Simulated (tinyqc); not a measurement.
Interstitial-substitutional diffusion of a fast metal impurity in a wafer (kick-out and dissociative mechanisms): one step, computed by the program tinyqc.

The metal moves as an interstitial A_i and dissolves on lattice sites either by kicking out a self-interstitial (A_i = A_s + I) or by filling a vacancy (A_i + V = A_s). With A_i at its solubility, local equilibrium and c = C_s/C_s*, self-interstitials and vacancies obey C_I/C_I* = 1/c and C_V/C_V* = c.

Problem. Closed forms. Pure kick-out: the centre rises as c_m = (2/d) sqrt(pi D_K t) while c_m is small. Pure dissociative or sink-rich cases give erfc profiles with depth 2 sqrt(D_F t) or 2 sqrt(D_A t). The short time that the interstitial metal needs to fill the wafer is neglected.

Inputs (values chosen for the exercise, loosely like those of gold in silicon): temperature T = 900 C; wafer thickness d = 300 um; time t = 170 s.

D_K = 3.998014e-11 cm^2/s

D_F = 4.679677e-11 cm^2/s

D_A = 1.480785e-07 cm^2/s

Give: centre value c_m, closed form; depth 2 sqrt(D_F t); depth 2 sqrt(D_A t).

Solution.

centre value c_m, closed form = 0.0097416

depth 2 sqrt(D_F t) = 1.7839 um

depth 2 sqrt(D_A t) = 100.35 um
